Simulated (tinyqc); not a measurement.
From temperature at which regrowth ends back to regrowth energy E_a: implant damage, amorphisation by cascade overlap, and solid-phase epitaxial regrowth. Computed by tinyqc, a small Python program. Command: `OMP_NUM_THREADS=1 python tinyqc.py 3113144 3113145 out.jsonl sper inv`. One thread of a shared host (Intel(R) Xeon(R) Processor @ 2.30GHz), about 0.03 s of CPU time with the checks.

Range and width of the damage are inputs. Dynamic annealing enters only through the surviving share f.

Inputs (values chosen for the exercise, modelled on fluorine ions in silicon):

| quantity | value | unit |
|---|---|---|
| atomic density N | 49.9 | 1/nm^3 |
| ion Z1 | 9 | - |
| ion mass M1 | 19 | u |
| target Z2 | 14 | - |
| target mass M2 | 28.09 | u |
| ion energy E | 44 | keV |
| displacement energy E_d | 14 | eV |
| depth of the damage peak R_d | 48 | nm |
| width of the damage profile s_d | 24 | nm |
| share of defects that survive f | 0.79 | - |
| critical displaced share x_c | 0.19 | - |
| dose Q | 6.5e+14 | 1/cm^2 |
| regrowth prefactor v0 | 3.7e+15 | nm/s |
| anneal temperature | 599 | C |
| rate relative to (100) | 1 | - |
| peak enhancement by the dopant | 2.2 | - |
| ramp rate | 22 | K/s |

Constants: a_0 = 0.529177210903 angstrom; e^2/(4 pi eps_0) = 14.39964548 eV angstrom; k_B = 8.617333262e-05 eV/K.

Method:
- Robinson partition: eps = E a M2/(Z1 Z2 (e^2/(4 pi eps_0)) (M1 + M2)), a = 0.8853 a_0/sqrt(Z1^(2/3) + Z2^(2/3)); k = 0.0793 Z1^(2/3) Z2^(1/2) (M1 + M2)^(3/2)/((Z1^(2/3) + Z2^(2/3))^(3/4) M1^(3/2) M2^(1/2)); damage energy T_d = E/(1 + k (eps + 0.40244 eps^(3/4) + 3.4008 eps^(1/6))); displacements nu = 0.8 T_d/(2 E_d).
- Displaced share x(z) = f nu Q exp(-(z - R_d)^2/(2 s_d^2))/(sqrt(2 pi) s_d N); the layer is amorphous where x > x_c, between R_d -/+ s_d sqrt(2 ln(x_max/x_c)), the upper edge being cut at the surface. Threshold dose Q_c = Q x_c/x_max.
- v = v0 x orientation factor x exp(-E_a/(k_B T)) x [1 + (enhancement - 1) exp(-(z - R_d)^2/(2 s_d^2))], T = anneal temperature + 273.15 K; the dopant is taken to follow the damage profile; the lower front moves from the lower edge z2 to the surface, or to the middle (z1 + z2)/2 of a buried layer with upper edge z1; time = int dz/v; the equivalent undoped distance is that time times the undoped velocity.
- On a linear ramp from 200 C regrowth ends at the T_f where int v_undoped dT/(ramp rate) equals the equivalent undoped distance.

Problem. A run gave the result below. Find the regrowth energy E_a, known to lie between 2.6 and 3 eV.

temperature at which regrowth ends = 719.9927 C

Solution.

Each step takes the trial c = (a f_b - b f_a)/(f_b - f_a), f being the result less the target and a, b, c the logarithms of the listed values; c replaces end b, the old b replaces a if the sign of f changed, and otherwise f_a is halved.

Scan of the range:

| regrowth energy E_a (eV) | temperature at which regrowth ends (C) |
|---|---|
| 2.60 | 647.191 |
| 2.66 | 667.812 |
| 2.73 | 691.852 |
| 2.79 | 712.445 |
| 2.86 | 736.454 |
| 2.93 | 760.447 |
| 3.00 | 784.424 |

False position (Illinois rule, in the logarithm of the input) inside the bracket:

| step | end a | end b | trial | temperature at which regrowth ends (C) |
|---|---|---|---|---|
| 1 | 2.79000 | 2.86000 | 2.81182 | 719.930 |
| 2 | 2.86000 | 2.81182 | 2.81200 | 719.992 |
| 3 | 2.86000 | 2.81200 | 2.81200 | 719.993 |
| 4 | 2.81200 | 2.81200 | 2.81200 | 719.993 |

Temperature at which regrowth ends rises at every point of a 13-point scan of the range (every second point is shown), so one value fits; it is bracketed by 2.79 and 2.86. Answer: regrowth energy E_a = 2.812 eV.
